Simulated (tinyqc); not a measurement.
Frequency dispersion of an accumulation capacitance by border traps, distributed model: one step of the calculation.

Traps spread evenly through the insulator exchange electrons with the semiconductor by tunnelling, with tau(x) = t0 exp(2 ka x) at depth x from the interface. The admittance per area Y seen at depth x obeys dY/dx = -Y^2/(i w eps0 eox) + q Nb ln(1 + i w tau)/tau, with Y(0) = i w Cs and w = 2 pi f; the gate sees Y(tox) = G + i w C. Working variable y = Y/(i w), in uF/cm^2. Cox = eps0 eox/tox.

Task. Midpoint steps through the active depth. In terms of y: dy/dx = -y^2/(eps0 eox) + s(x), s = q Nb ln(1 + z)/z, z = i w tau. 10 midpoint steps of h = xe/10: y_half = y + (h/2) y'(x, y), y(new) = y + h y'(x + h/2, y_half).

Values chosen for this exercise; permittivity close to that of silicon dioxide: relative permittivity of the insulator eox = 4.01; semiconductor capacitance in accumulation Cs = 2.8 uF/cm^2; density of border traps Nb = 1.1e19 cm^-3 eV^-1; decay constant of the wave function in the insulator ka = 3.5 1/nm; time constant of a trap at the interface t0 = 1e-11 s; frequency f = 10000 Hz; depth down to which the steps are taken xe = 2.8 nm.

Constants: q = 1.602176634e-19 C, eps0 = 8.8541878128e-14 F/cm where lengths are in cm. Results are converted to the units shown.

Wanted: x; s; y.

Result.

| point | x (nm) | s (uF/(cm^2 nm)) | y (uF/cm^2) |
|---|---|---|---|
| 0 | 0 | 0.17624+0.00000i | 2.8000+0.0000i |
| 1 | 0.28000 | 0.17624+0.00000i | 2.3503+0.0000i |
| 2 | 0.56000 | 0.17624+0.00000i | 2.0327+0.0000i |
| 3 | 0.84000 | 0.17624-0.00002i | 1.7990+0.0000i |
| 4 | 1.1200 | 0.17624-0.00014i | 1.6215+0.0000i |
| 5 | 1.4000 | 0.17623-0.00100i | 1.4832-0.0001i |
| 6 | 1.6800 | 0.17586-0.00707i | 1.3733-0.0008i |
| 7 | 1.9600 | 0.16013-0.04356i | 1.2837-0.0056i |
| 8 | 2.2400 | 0.05777-0.06213i | 1.1943-0.0229i |
| 9 | 2.5200 | 0.00941-0.02058i | 1.0976-0.0284i |
| 10 | 2.8000 | 0.00135-0.00459i | 1.0115-0.0264i |

Numbers from tinyqc (`OMP_NUM_THREADS=1 python tinyqc.py 2202187 2202188 out.jsonl`; about 0.6 s on one thread of a shared Intel Xeon 2.30GHz).
